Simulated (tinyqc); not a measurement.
Gain factor and gap resistance from two string resistances.

Inverse problem. At small bit-line voltage each of the 64 cells has the resistance 1/(K x) at overdrive x (no mobility reduction) in series with a gap resistance Rg. Find K, Rg and the share of the gaps at the higher overdrive.

resistance of a string of 64 equal cells at overdrives of 3.5 and 8.7 V (kohm): 1636.9934  796.27091

Solution. The resistance per cell is a straight line in 1/x with slope 1/K and intercept Rg.

K = 13.00 uA/V^2
Rg = 3.600 kohm
share of the gaps = 28.93 %

tinyqc, about 0.9 s, one thread, Intel Xeon 2.30GHz (shared host): `OMP_NUM_THREADS=1 python tinyqc.py 2142074 2142075 out.jsonl`
